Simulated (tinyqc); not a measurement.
# One-sided p+-n junction, ionisation integral and breakdown: effects of single changes

A p+ layer at x < 0 and an n drift layer from x = 0. Depletion approximation, built-in voltage neglected. Local ionisation coefficients alpha_n = an exp(-(bn/E)^mx), alpha_p = ap exp(-(bp/E)^mx). Electrons move towards +x, holes towards x = 0.

Values chosen for this exercise; material values close to those of silicon:
```
symbol   value        unit                                           meaning
eps_r     11.5                                         relative permittivity
an      6.76e5        1/cm  prefactor of the electron ionisation coefficient
bn      1.25e6        V/cm                      field constant for electrons
ap      1.66e6        1/cm      prefactor of the hole ionisation coefficient
bp      1.95e6        V/cm                          field constant for holes
mx           1                                                      exponent
mu        1330  cm^2/(V s)              electron mobility of the drift layer
N       4.8e16       cm^-3                  donor density of the drift layer
```

Constants: q = 1.602176634e-19 C, eps0 = 8.8541878128e-14 F/cm where lengths are in cm. Results are converted to the units shown.

Each table varies one quantity; the others keep the values above.

## Multiplication against voltage

W = sqrt(2 eps0 eps_r V/(q N)), peak field E0 = q N W/(eps0 eps_r), falling linearly to 0 at W. G(x) = integral from 0 to x of (alpha_n - alpha_p); I_n = integral of alpha_n exp(-G) (electrons injected at x = 0), I_p = integral of alpha_p exp(G(end) - G) (holes injected at the far edge); M = 1/(1 - I). Integrals on a fine grid; BV is where I_n = 1. Here BV = 19.9067 V; the Miller exponent is n = ln(1 - 1/M)/ln(V/BV).

Multiplication against voltage:

| V (V) | E0 (kV/cm) | I_n | I_p | M_n | M_p | Miller n, electrons | Miller n, holes |
|---|---|---|---|---|---|---|---|
| 7.96 | 347 | 0.150 | 0.0401 | 1.18 | 1.04 | 2.07 | 3.51 |
| 9.95 | 388 | 0.256 | 0.0928 | 1.34 | 1.10 | 1.96 | 3.43 |
| 11.9 | 424 | 0.379 | 0.176 | 1.61 | 1.21 | 1.88 | 3.37 |
| 13.9 | 458 | 0.519 | 0.303 | 2.08 | 1.43 | 1.82 | 3.33 |
| 15.9 | 490 | 0.671 | 0.477 | 3.04 | 1.91 | 1.78 | 3.29 |
| 17.1 | 508 | 0.766 | 0.608 | 4.27 | 2.55 | 1.76 | 3.27 |
| 18.3 | 526 | 0.864 | 0.760 | 7.34 | 4.17 | 1.74 | 3.26 |
| 19.1 | 537 | 0.931 | 0.874 | 14.5 | 7.96 | 1.73 | 3.24 |
| 19.6 | 544 | 0.974 | 0.951 | 37.9 | 20.4 | 1.72 | 3.24 |

What does the table show?

M_n rises from 1.176 to 37.9 and M_p from 1.042 to 20.4; both diverge at BV. The Miller exponent for electrons falls from 2.07 to 1.72 and that for holes falls from 3.51 to 3.24. The larger multiplication belongs to electrons, whose coefficient at the peak field of the last row is 1.47 times the other.

## Effect of the drift doping

Same model as above.

Specific on-resistance Ron = W/(q mu N) with constant mobility and full ionisation.

Effect of the drift doping:

| N (cm^-3) | BV (V) | E0 at BV (kV/cm) | W at BV (um) | Ron (mohm cm^2) | BV^2/Ron (MW/cm^2) | eps0 eps_r mu E0^3/4 (MW/cm^2) |
|---|---|---|---|---|---|---|
| 4e15 | 93.2 | 343 | 5.44 | 0.638 | 13.6 | 13.6 |
| 7.7e15 | 60.4 | 382 | 3.16 | 0.192 | 18.9 | 18.9 |
| 1.5e16 | 39.5 | 432 | 1.83 | 0.0572 | 27.3 | 27.3 |
| 2.8e16 | 27.1 | 489 | 1.11 | 0.0186 | 39.5 | 39.5 |
| 5.4e16 | 18.7 | 563 | 0.663 | 0.00576 | 60.4 | 60.4 |
| 1e17 | 13.5 | 651 | 0.414 | 0.00194 | 93.5 | 93.5 |
| 2e17 | 9.68 | 781 | 0.248 | 5.82e-4 | 161 | 161 |
| 3.8e17 | 7.41 | 941 | 0.157 | 1.94e-4 | 282 | 282 |

BV falls from 93.2 to 7.41 V while the critical field rises from 343 to 941 kV/cm. BV goes as N^(-0.66) between the first two rows and N^(-0.42) between the last two (a coefficient proportional to E^7 gives -0.75 without punch-through). Ron goes as BV^(3.20) over the table; the last two columns agree since BV = E0 W/2 and N = eps0 eps_r E0/(q W). For N = 2.8e16, 5.4e16, 1e17, 2e17, 3.8e17 the layer is under 0.5 um wide or BV under 28 V, so dead space, tunnelling and the built-in voltage, all left out, matter.

tinyqc, about 0.03 s, one thread, Intel Xeon 2.30GHz (shared host): `OMP_NUM_THREADS=1 python tinyqc.py 2120061 2120062 out.jsonl`
